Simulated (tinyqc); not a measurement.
Inside a calculation. Model: MOS inversion layer, Poisson-Schroedinger loop.

Program tinyqc, `OMP_NUM_THREADS=1 python tinyqc.py 2160123 2160124 out.jsonl`; Intel Xeon 2.30GHz, shared host, one thread, about 1 s. Printed values are rounded.

Electrons confined at an insulator interface at z = 0, treated as a hard wall; parabolic valleys, Hartree approximation, no image or exchange terms. The depletion charge lies far deeper than the electrons and gives a uniform field q Nd/(eps0 eps_r); the gate balances all charge. Energies are counted from the band edge at the interface.

Inputs (values chosen for the exercise); masses and permittivity close to those of silicon (100):
```
symbol   value   unit                                     meaning
T          400      K                                 temperature
eps_r     11.6                              relative permittivity
mz1      0.913     m0  mass along z of valley set A (2 valley(s))
md1      0.187     m0    in-plane density-of-states mass of set A
mz2       0.19     m0  mass along z of valley set B (4 valley(s))
md2       0.42     m0    in-plane density-of-states mass of set B
Ns      5.4e12  cm^-2                  sheet density of electrons
Nd      1.8e12  cm^-2           sheet density of depletion charge
dE           0     eV               extra shift of set B (strain)
hz        0.67     nm                                   mesh step
a          0.5                                      mixing factor
```

Constants: q = 1.602176634e-19 C, kB = 1.380649e-23 J/K, hbar = 1.054571817e-34 J s, m0 = 9.1093837015e-31 kg, Vt = kB T/q, eps0 = 8.8541878128e-14 F/cm where lengths are in cm, hbar^2/(2 m0) = 0.0380998212 eV nm^2. Results are converted to the units shown.

## Fixed part of the potential

z, node 1 to 18 (nm): 0.67  1.34  2.01  2.68  3.35  4.02  4.69  5.36  6.03  6.7  7.37  8.04  8.71  9.38  10.05  10.72  11.39  12.06

V0 = q Nd z/(eps0 eps_r) in eV.

fixed potential V0, node 1 to 18 (eV): 0.018813  0.037625  0.056438  0.075251  0.094063  0.112876  0.131689  0.150502  0.169314  0.188127  0.206940  0.225752  0.244565  0.263378  0.282190  0.301003  0.319816  0.338628

## Round 1: levels and probability densities

self-consistent potential U at the start, node 1 to 18 (eV): 0  0  0  0  0  0  0  0  0  0  0  0  0  0  0  0  0  0

Tridiagonal Hamiltonian with psi = 0 one step beyond both ends: H_ii = C (1/m_(i-1/2) + 1/m_(i+1/2))/hz^2 + V0_i + U_i (+ dE for the set B), H_(i,i+1) = -C/(m_(i+1/2) hz^2), C = hbar^2/(2 m0). The lowest 2 level(s) of each valley set are kept, normalised to hz sum |psi|^2 = 1. The mass is the same on all intervals.

levels (eV): A1 0.073913, A2 0.127748, B1 0.125829, B2 0.219243

```
node  |psi|^2 of A1 (1/nm)  |psi|^2 of A2 (1/nm)  |psi|^2 of B1 (1/nm)  |psi|^2 of B2 (1/nm)
1                 0.260937              0.229174              0.059879              0.057812
2                 0.516770              0.157180              0.185572              0.139130
3                 0.417712              0.004922              0.282811              0.125250
4                 0.204534              0.233246              0.302730              0.042366
5                 0.070073              0.388151              0.256361              0.000074
6                 0.018104              0.288721              0.181840              0.048670
7                 0.003695              0.133718              0.111668              0.144475
8                 0.000615              0.043900              0.060660              0.216304
9                 0.000085              0.010952              0.029591              0.228962
10                0.000010              0.002170              0.013109              0.192223
11                0.000001              0.000352              0.005320              0.135295
12                0.000000              0.000048              0.001991              0.082419
13                0.000000              0.000006              0.000691              0.044323
14                0.000000              0.000001              0.000223              0.021290
15                0.000000              0.000000              0.000067              0.009159
16                0.000000              0.000000              0.000019              0.003479
17                0.000000              0.000000              0.000005              0.001093
18                0.000000              0.000000              0.000001              0.000213
```

## Round 1: Fermi level and occupations

Level k holds N_k = D_k Vt ln(1 + exp((EF - E_k)/Vt)) with D = 2 md1 m0 q/(pi hbar^2) for the set A, D = 4 md2 m0 q/(pi hbar^2) for the set B per eV (spin included); EF is fixed by sum N_k = Ns.

EF = 0.0497235 eV
N_k (cm^-2): A1 2.16810e12, A2 5.32691e11, B1 2.52293e12, B2 1.76279e11

## Round 1: density, output potential and mixing

n_i = sum_k N_k |psi_k|^2 (converted to cm^-3). Hartree part by Gauss: on the interval before node i the electrons still beyond are S_i = Ns - hz sum_(j<i) n_j, and U_i = U_(i-1) + q S_i hz/(eps0 eps_r) in eV, U_0 = 0 at the interface. Mixing: U(new) = U + a (U(out) - U).

```
node  n (1e19 cm^-3)  U(out) (eV)  U after round 1 (eV)
1            0.84908     0.056438              0.028219
2            1.69685     0.106930              0.053465
3            1.64385     0.145541              0.072770
4            1.33893     0.172640              0.086320
5            1.00548     0.190363              0.095182
6            0.66040     0.201046              0.100523
7            0.38644     0.207103              0.103552
8            0.21589     0.210455              0.105228
9            0.12104     0.212295              0.106148
10           0.06814     0.213288              0.106644
11           0.03746     0.213803              0.106902
12           0.01958     0.214056              0.107028
13           0.00956     0.214172              0.107086
14           0.00432     0.214221              0.107111
15           0.00178     0.214240              0.107120
16           0.00066     0.214247              0.107123
17           0.00020     0.214248              0.107124
18           0.00004     0.214248              0.107124
```

## Round 2: levels and probability densities

As before.

levels (eV): A1 0.129817, A2 0.206553, B1 0.206242, B2 0.313720

```
node  |psi|^2 of A1 (1/nm)  |psi|^2 of A2 (1/nm)  |psi|^2 of B1 (1/nm)  |psi|^2 of B2 (1/nm)
1                 0.497523              0.308183              0.099137              0.071615
2                 0.612404              0.024857              0.267807              0.140966
3                 0.284905              0.189784              0.344263              0.087722
4                 0.079226              0.444205              0.307798              0.008943
5                 0.015705              0.330428              0.218434              0.019392
6                 0.002429              0.141485              0.131160              0.111739
7                 0.000308              0.042090              0.069039              0.206317
8                 0.000033              0.009503              0.032545              0.244399
9                 0.000003              0.001712              0.013933              0.221216
10                0.000000              0.000254              0.005471              0.164855
11                0.000000              0.000032              0.001985              0.105292
12                0.000000              0.000003              0.000669              0.059068
13                0.000000              0.000000              0.000211              0.029571
14                0.000000              0.000000              0.000062              0.013337
15                0.000000              0.000000              0.000017              0.005430
16                0.000000              0.000000              0.000004              0.001967
17                0.000000              0.000000              0.000001              0.000595
18                0.000000              0.000000              0.000000              0.000113
```

## Round 2: Fermi level and occupations

As before.

EF = 0.119755 eV
N_k (cm^-2): A1 3.00388e12, A2 4.17494e11, B1 1.89172e12, B2 8.68989e10

## Round 2: density, output potential and mixing

As before.

```
node  n (1e19 cm^-3)  U(out) (eV)  U after round 2 (eV)
1            1.81693     0.056438              0.042329
2            2.36883     0.100153              0.076809
3            1.59393     0.127280              0.100025
4            1.00648     0.143246              0.114783
5            0.60003     0.152164              0.123673
6            0.32419     0.156880              0.128701
7            0.16703     0.159326              0.131439
8            0.08687     0.160602              0.132915
9            0.04631     0.161271              0.133709
10           0.02478     0.161614              0.134129
11           0.01292     0.161784              0.134343
12           0.00640     0.161864              0.134446
13           0.00297     0.161899              0.134493
14           0.00128     0.161913              0.134512
15           0.00050     0.161919              0.134519
16           0.00018     0.161920              0.134522
17           0.00005     0.161921              0.134522
18           0.00001     0.161921              0.134523
```

## Course of the self-consistent loop

Start from U = 0. Stop when the largest |U(out) - U| is below 1e-7 eV, or after 120 rounds.

Course of the iteration:
```
round  level A1 (eV)    EF (eV)  largest |U(out) - U| (eV)
1          0.0739127  0.0497235                      0.214
2           0.129817   0.119755                     0.0570
3           0.150872   0.143232                     0.0229
4           0.160296   0.153163                     0.0103
5           0.164734   0.157699                    4.82e-3
6           0.166873   0.159853                    2.33e-3
7           0.167916   0.160895                    1.14e-3
8           0.168427   0.161405                    5.55e-4
9           0.168679   0.161656                    2.72e-4
...              ...        ...                        ...
13          0.168910   0.161886                    1.60e-5
14          0.168917   0.161893                    7.92e-6
15          0.168921   0.161897                    3.92e-6
16          0.168923   0.161899                    1.94e-6
17          0.168924   0.161899                    9.63e-7
18          0.168924   0.161900                    4.78e-7
19          0.168924   0.161900                    2.37e-7
20          0.168924   0.161900                    1.18e-7
21          0.168924   0.161900                    5.86e-8
```

Converged in 21 rounds. Towards the end the residual shrinks by a factor of about 0.50 a round.

## Converged levels, occupations and centroid

converged U, node 1 to 18 (eV): 0.056438  0.097187  0.121214  0.135162  0.142955  0.147107  0.149286  0.150436  0.151045  0.151360  0.151517  0.151591  0.151623  0.151636  0.151641  0.151643  0.151643  0.151643

Solve for the levels with V0 + U, find EF, n_i = sum_k N_k |psi_k|^2 (in cm^-3); share of each level N_k/Ns; centroid sum n z/sum n.

levels (eV): A1 0.168924, A2 0.250523, B1 0.251999, B2 0.358178
EF = 0.161900 eV
shares (%): A1 59.4806, A2 7.3470, B1 31.6674, B2 1.5050
n, node 1 to 18 (in units of 1e19 cm^-3): 2.24046  2.38808  1.43927  0.87905  0.51995  0.28176  0.14679  0.07747  0.04186  0.02263  0.01187  0.00591  0.00275  0.00118  0.00047  0.00017  0.00005  0.00001
centroid = 1.80022 nm

An 800-node mesh to 20 nm with 8 levels a set gives A1 = 0.1725 eV, EF = 0.1654 eV and a centroid of 1.884 nm; the levels kept above hold 98.1 % of the electrons there. The coarse centroid is 4.5 % below the fine one.

## Closed-form estimates

Triangular well: E_k = a_k (C F^2/mz)^(1/3), a_1 = 2.338107, a_2 = 4.087949, C = hbar^2/(2 m0), F in eV/nm. Fang-Howard (all electrons in the lowest level of set A): b^3 = 6 (mz1/C) q (Nd + 11 Ns/32)/(eps0 eps_r), centroid 3/b, level C b^2/(4 mz1) + (3/b) q (Nd + 11 Ns/16)/(eps0 eps_r). Use F = q (Nd + Ns)/(eps0 eps_r), the surface field, and F = q (Nd + Ns/2)/(eps0 eps_r).

A1 with the surface field = 0.188787 eV
A1 with Nd + Ns/2 = 0.138004 eV
A2 with Nd + Ns/2 = 0.241287 eV
b = 2.01657 1/nm
Fang-Howard centroid = 1.48768 nm
Fang-Howard level = 0.170351 eV

Against the self-consistent A1 = 0.1725 eV on a fine mesh, the surface-field estimate is 9.4 % above it, the half-charge one 20 % below it and Fang-Howard 1.3 % below it. A1 holds 59.3 % of the electrons, and the Fang-Howard centroid is 21 % below the full one.
